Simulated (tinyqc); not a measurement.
Threshold of a short bulk MOSFET: charge sharing, barrier lowering, narrow width: two steps of the calculation.

n-channel device on a p-type body, depletion approximation, full ionisation. Uniform doping N = Na. Vbi from Boltzmann statistics is rough for the degenerate source. Cox = eps0 eox/tox.

Parameters, values chosen for the exercise; band and dielectric values close to those of silicon:
```
symbol,value,unit,meaning
T,350,K,temperature
Eg,1.13,eV,band gap
eps_r,11.7,,relative permittivity
Nc,3.59e19,cm^-3,conduction-band density of states at T
Nv,3.35e19,cm^-3,valence-band density of states at T
eox,3.9,,relative permittivity of the gate insulator (close to silicon dioxide)
tox,1.3,nm,insulator thickness
Na,3.5e17,cm^-3,channel doping
Nsd,1e20,cm^-3,source and drain doping
Vfb,-0.72,V,flat-band voltage for the doping Na
xj,55,nm,junction depth
Vbs,0,V,body-source voltage
Vds,1.2,V,drain-source voltage
W,1100,nm,gate width
xw,1.5708,,shape factor of the fringing depletion at the width edges
L,120,nm,channel length
```

Constants: q = 1.602176634e-19 C, kB = 1.380649e-23 J/K, Vt = kB T/q, eps0 = 8.8541878128e-14 F/cm where lengths are in cm. Results are converted to the units shown.

Task 1. Long-channel threshold and scales. ni = sqrt(Nc Nv) exp(-Eg/(2 Vt)), Eg in volts; 2 pB = 2 Vt ln(N/ni); flat band Vfb - Vt ln(N/Na); Wd = sqrt(2 eps0 eps_r (2 pB - Vbs)/(q N)); body term q N Wd/Cox; long-channel VT0 = flat band + 2 pB + body term; Vbi = Vt ln(N Nsd/ni^2); scale length l = sqrt((eps_r/eox) tox Wd).

Wanted: N; 2 pB; flat band; Wd; body term; VT0; Vbi; l.

Result 1.

N = 3.5000e17 cm^-3
2 pB = 0.85277 V
flat band = -0.72000 V
Wd = 56.132 nm
body term = 0.11850 V
VT0 = 0.25126 V
Vbi = 1.0233 V
l = 14.796 nm

Task 2. Short-channel and narrow-width shifts. Charge sharing (trapezoid; it ignores Vds): F = (xj/L)(sqrt(1 + 2 Wd/xj) - 1), lowering = body term times F. Barrier lowering: th = exp(-L/(2 l)) + 2 exp(-L/l), lowering = th [2 (Vbi - 2 pB) + Vds], DIBL = th. Narrow width: rise = body term times xw Wd/W. VT by each model = VT0 - lowering + rise.

2 pB = 0.85276536 V
Wd = 56.131655 nm
body term = 0.11849944 V
VT0 = 0.25126480 V
Vbi = 1.0233237 V
l = 14.795724 nm

Give: F; lowering by charge sharing; th; lowering of the barrier; DIBL; narrow-width rise; VT, charge sharing; VT, barrier lowering.

Result 2.

F = 0.34095
lowering by charge sharing = 40.402 mV
th = 0.017932
lowering of the barrier = 27.636 mV
DIBL = 17.932 mV/V
narrow-width rise = 9.4984 mV
VT, charge sharing = 0.22036 V
VT, barrier lowering = 0.23313 V

L is 8.11 scale lengths. The charge-sharing lowering is 46 % above the barrier lowering; the first falls off as 1/L and the second exponentially. Both describe the same loss of gate control, so they are alternatives and are not added.

Numbers from tinyqc (`OMP_NUM_THREADS=1 python tinyqc.py 2002104 2002105 out.jsonl`; about 0.01 s on one thread of a shared Intel Xeon 2.30GHz).
